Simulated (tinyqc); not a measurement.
One share for all, or one for each: linear model of a band gap against the share of exact exchange.

E(alpha) = E0 + S alpha. A wider gap screens less, modelled in the Penn form eps(alpha) = 1 + (e0 - 1)(EP/(EP + S alpha))^2 with a scale EP chosen for the exercise. A dielectric-dependent hybrid takes alpha = 1/eps.

Errors of the gap (eV) against each target; e0, EP, S and the gaps are values chosen for the exercise.

Results:
```
case          E0 (eV)  S (eV)    e0  EP (eV)  target Et (eV)  alpha needed  error, alpha = 0  error, 0.25  error, self-consistent
like diamond     4.03    6.91  5.99     27.6            5.41         0.200             -1.38         0.35                   -0.14
like HfO2        4.16    8.36  5.04     16.7            5.86         0.203             -1.70         0.39                    0.28
like AlN         4.18    7.46  4.78     21.8            6.32         0.287             -2.14        -0.28                   -0.38
like GaN         1.92    7.47  5.88     20.8            3.52         0.214             -1.60         0.27                   -0.18
like Al2O3       5.86    9.93  3.38     24.4            8.95         0.311             -3.09        -0.61                    0.43
like SiC         2.31    6.31  7.52     18.6            3.21         0.143             -0.90         0.68                    0.01
like SiO2        5.56    9.13  2.62     29.2            9.05         0.382             -3.49        -1.21                    0.57
```

Mean absolute errors: 2.04, 0.54 and 0.29 eV for alpha = 0, 0.25 and the self-consistent value. A fixed quarter overshoots for diamond, HfO2, GaN and SiC and falls short for AlN, Al2O3 and SiO2; the alpha needed runs between 0.143 and 0.382 and its correlation with 1/e0 over these cases is 0.95.

Program tinyqc; command `OMP_NUM_THREADS=1 python tinyqc.py 1850396 1850397 out.jsonl`; about 0.01 s on one thread of a shared Intel(R) Xeon(R) Processor @ 2.30GHz.
